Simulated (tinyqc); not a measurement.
Grain growth, pinning, strength and diffusional creep of a polycrystal or thin film: one step, computed by the program tinyqc.

One mean grain size d describes the structure.

Task: Diffusional creep at T_c. Nabarro-Herring rate = 14 sigma Omega D_l/(k_B T d^2), D_l = D0 exp(-Q_l/(k_B T)); Coble rate = 14 pi sigma Omega delta D_b/(k_B T d^3), delta D_b = delta D0b exp(-Q_b/(k_B T)); they are equal at d_x = pi delta D_b/D_l.

Inputs (values chosen for the exercise, modelled on polycrystalline silicon): atomic volume Omega = 20.02 angstrom^3; anneal temperature T = 1379 K; lattice diffusion energy Q_l = 4.91 eV; boundary diffusion energy Q_b = 2.62 eV; lattice prefactor D0 = 2.4e-05 m^2/s; boundary prefactor delta D0b = 1.2e-15 m^3/s; applied stress sigma = 30 MPa; service temperature T_c = 692 K.

grain size d = 449.8376 nm

Constants: k_B = 1.380649e-23 J/K; k_B = 8.617333262e-05 eV/K.

Give: Nabarro-Herring rate; Coble rate; crossover size d_x; time to 1 % strain.

Result:

Nabarro-Herring rate = 1.818e-28 1/s

Coble rate = 3.023e-15 1/s

crossover size d_x = 7.482e+12 micrometre

time to 1 % strain = 3.308e+12 s

Boundary diffusion carries the creep, by a factor 1.7e13. Caution: the time to 1 % strain exceeds a century, so diffusional creep is negligible in practice.
